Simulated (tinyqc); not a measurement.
Trap density from one capacitance.

Inverse problem. Traps spread evenly through the insulator exchange electrons with the semiconductor by tunnelling, with tau(x) = t0 exp(2 ka x) at depth x from the interface. The admittance per area Y seen at depth x obeys dY/dx = -Y^2/(i w eps0 eox) + q Nb ln(1 + i w tau)/tau, with Y(0) = i w Cs and w = 2 pi f; the gate sees Y(tox) = G + i w C. Working variable y = Y/(i w), in uF/cm^2. Cox = eps0 eox/tox. Find Nb and G/w.

Inputs (values chosen for the exercise):
```
symbol  value     unit                                               meaning
eox      3.74                         relative permittivity of the insulator
tox        11       nm                                   insulator thickness
Cs        2.1  uF/cm^2             semiconductor capacitance in accumulation
ka        4.2     1/nm  decay constant of the wave function in the insulator
t0      7e-10        s              time constant of a trap at the interface
f         1e5       Hz                                             frequency
```

Constants: q = 1.602176634e-19 C, eps0 = 8.8541878128e-14 F/cm where lengths are in cm. Results are converted to the units shown.

C = 0.28923783 uF/cm^2

Answer. C rises steadily with Nb, so one density matches; in practice ka and t0 must come from the frequency dependence.

Nb = 9.100e19 cm^-3 eV^-1
G/w = 0.004831 uF/cm^2

Numbers from tinyqc (`OMP_NUM_THREADS=1 python tinyqc.py 2202161 2202162 out.jsonl`; about 0.7 s on one thread of a shared Intel Xeon 2.30GHz).
